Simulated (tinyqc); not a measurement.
Grain-boundary trapping model (Seto) of a polycrystalline semiconductor film: one step, computed by the program tinyqc. Command: `OMP_NUM_THREADS=1 python tinyqc.py 3026521 3026522 out.jsonl poly walk`. One thread of a shared host (Intel(R) Xeon(R) Processor @ 2.30GHz), about 0.01 s of CPU time with the checks.

Grains of equal size L are joined by thin boundaries with one trap level. Trapped carriers deplete a width W on each side and raise a barrier, crossed by thermionic emission. Dopants are fully ionised, statistics are non-degenerate and mu_g does not depend on T.

Question. Activation energy. N_c(T) = N_c (T/300 K)^(3/2). Filled traps Q = Q_t/(1 + (1/2) exp((E_t* - E_F)/k_B T)), where E_t* = e V_B - E_t and E_F are counted from the band edge at the grain centre. Partial depletion: Q = 2 N W, V_B = e N W^2/(2 eps eps_0), E_F = k_B T ln(N/N_c); solve for W. If that W would exceed L/2 the grain is fully depleted: W = L/2, Q = N L, and E_F follows from the trap equation. Centre density n_0 = N_c exp(E_F/k_B T). Boundary: sigma_b = L e^2 n_0 exp(-e V_B/k_B T)/sqrt(2 pi m k_B T); drift through the grain, depleted parts included: rho_g = [(1 - 2W/L) + (2W/L) int_0^1 exp(y^2 s^2) ds]/(e n_0 mu_g); rho = 1/sigma_b + rho_g. Mean carrier density n_av = n_0 [(1 - 2W/L) + (2W/L) (sqrt(pi)/2) erf(y)/y], y = sqrt(e V_B/k_B T); effective mobility 1/(e n_av rho). E_a = d ln(rho)/d(1/k_B T) from T - 5 K and T + 5 K; temperature coefficient d ln(rho)/dT.

Inputs (values chosen for the exercise, modelled on polycrystalline silicon):
```
quantity,value,unit
permittivity eps,11.7,-
effective mass m,0.4,m_0
"effective density of states at 300 K, N_c",1.9e+19,1/cm^3
grain size L,25,nm
trap density Q_t,4.7e+12,1/cm^2
trap level E_t below the band edge,0.47,eV
doping N,8.3e+18,1/cm^3
mobility inside the grains mu_g,80,cm^2/(V s)
temperature T,400,K
```

Grain interior: resistance included.

Constants: k_B = 8.617333262e-05 eV/K; e = 1.602176634e-19 C; eps_0 = 8.8541878128e-12 F/m; m_0 = 9.1093837015e-31 kg; k_B = 1.380649e-23 J/K.

Give: activation energy E_a; temperature coefficient.

Answer.

activation energy E_a = 0.02032 eV

temperature coefficient = -0.1474 %/K
